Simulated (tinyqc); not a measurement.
Trading HF for NH4F at fixed fluoride: speciation in dilute and buffered hydrofluoric acid, oxide etch rate and bath loading. Computed by tinyqc, a small Python program. Command: `OMP_NUM_THREADS=1 python tinyqc.py 3120854 3120855 out.jsonl hfetch walk`. One thread of a shared host (Intel(R) Xeon(R) Processor @ 2.30GHz), about 0.01 s of CPU time with the checks.

Concentrations stand for activities, NH4+ and Cl- are spectators, and water ionisation is neglected. H, F and HF2 denote the ions H+, F- and HF2-. The base temperature is 298 K.

Inputs (values chosen for the exercise, of the order of those for thermal oxide at room temperature): HF added = 1.3 mol/L; NH4F added = 0.51 mol/L; K1 = [H][F]/[HF] = 0.000697 mol/L; K2 = [HF2]/([HF][F]) = 3.45 L/mol; K3 = [H2F2]/[HF]^2 = 0 L/mol; rate constant of neutral HF k_a = 16 nm L/(min mol); rate constant of HF2 k_b = 48 nm L/(min mol).

Method:
- Fluoride balance: [HF] + [F] + 2 [HF2] + 2 [H2F2] = HF added + NH4F added. Acid balance: [H] + [HF] + [HF2] + 2 [H2F2] = HF added + HCl added. For a trial [H], [HF] = [H][F]/K1, and the fluoride balance is a quadratic in [F].
- Rate = k_a ([HF] + 2 [H2F2]) + k_b [HF2], an empirical two-term form.
- Total fluoride is held at HF + NH4F added, without HCl; x is the share added as HF.

Against x:
```
x         pH  [F] (mol/L)  [HF] (mol/L)  [HF2] (mol/L)  rate (nm/min)
0.05  5.2396       1.6426        0.0136        0.07692          3.909
0.15  4.5859       1.3161        0.0490        0.22247         11.463
0.30  3.9559       0.8610        0.1367        0.40615         21.683
0.40  3.5608       0.5986        0.2361        0.48763         27.184
0.50  3.1583       0.3880        0.3867        0.51765         31.034
0.60  2.7572       0.2375        0.5960        0.48827         32.973
0.75  2.1741       0.1036        0.9952        0.35562         32.993
0.90  1.5503       0.0353        1.4270        0.17385         31.177
1.00  1.0574       0.0131        1.6479        0.07452         29.943
```

[HF2] is largest at x = 0.5 and the rate at x = 0.75 among these rows; HF2 needs both HF and F. At its best the mixture etches 1.10 times as fast as HF alone.

Extremes, crossings and ranges named in words are read from the listed rows.
